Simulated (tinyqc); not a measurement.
Mean-field antiferromagnet of the Hubbard model on the square lattice: one step. One mean-field step. Two cases, with inputs chosen for the exercise.

Task: From m = m0 form Delta, the two bands of each class and m(out).

e(k) = -2 t (cx + cy) - 4 t2 cx cy, ci = cos ki; one electron a site; Q = (pi, pi). <n_up - n_dn> = m cos(Q.R) gives Delta = U m/2 and bands E = e+ -/+ sqrt(e-^2 + Delta^2), e+- = (e(k) +- e(k + Q))/2 (the constant U/2 is dropped). Means run over the mesh k_i = 2 pi (j + 1/2)/N of the whole zone: mu from mean(f(E-) + f(E+)) = 1; m(out) = mean of Delta (f(E-) - f(E+))/sqrt(e-^2 + Delta^2); free energy per site F = -kT mean[ln(1 + exp(-(E- - mu)/kT)) + ln(1 + exp(-(E+ - mu)/kT))] + mu + U m^2/4. Order at T > 0 in two dimensions is an artefact of mean field.

Constants: kB = 8.617333262e-05 eV/K.

Give: Delta; E-, E+ and Delta/sqrt(e-^2 + Delta^2) of each class; m(out).

Case 1.

Values chosen: U = 4.96 eV (on-site repulsion); m0 = 0.22 (starting staggered moment); T = 100 K.

Classes of points:
```
|e-| (eV)   e+ (eV)  points
0.000000   0.000000      12
1.558846   0.000000      16
3.117691   0.000000       8
```

Result:

Delta = 0.5456 eV

E-, E+ and Delta/sqrt(e-^2 + Delta^2) of each class:
```
|e-| (eV)  E- (eV)  E+ (eV)  Delta/sqrt(e-^2 + Delta^2)
0.0000     -0.5456   0.5456                      1.0000
1.5588     -1.6516   1.6516                      0.3304
3.1177     -3.1651   3.1651                      0.1724
```

m(out) = 0.5185

Case 2.

Values chosen: U = 3.3 eV (on-site repulsion); m0 = 0.78 (starting staggered moment); T = 300 K.

Classes of points:
```
|e-| (eV)   e+ (eV)  points
0.000000   0.000000      16
0.508724   0.000000      16
0.719445   0.000000       8
1.228169   0.000000      16
1.736894   0.000000       8
```

Result:

Delta = 1.2870 eV

E-, E+ and Delta/sqrt(e-^2 + Delta^2) of each class:
```
|e-| (eV)  E- (eV)  E+ (eV)  Delta/sqrt(e-^2 + Delta^2)
0.0000     -1.2870   1.2870                      1.0000
0.5087     -1.3839   1.3839                      0.9300
0.7194     -1.4744   1.4744                      0.8729
1.2282     -1.7790   1.7790                      0.7234
1.7369     -2.1618   2.1618                      0.5954
```

m(out) = 0.8469

m(out) is above m0, so the next step starts from a larger moment.

Computed by tinyqc, one run a case: `OMP_NUM_THREADS=1 python tinyqc.py N N+1 out.jsonl` with N = 1681375, 1681633; one thread of a shared Intel(R) Xeon(R) Processor @ 2.30GHz, about 0.2 s a run at most.
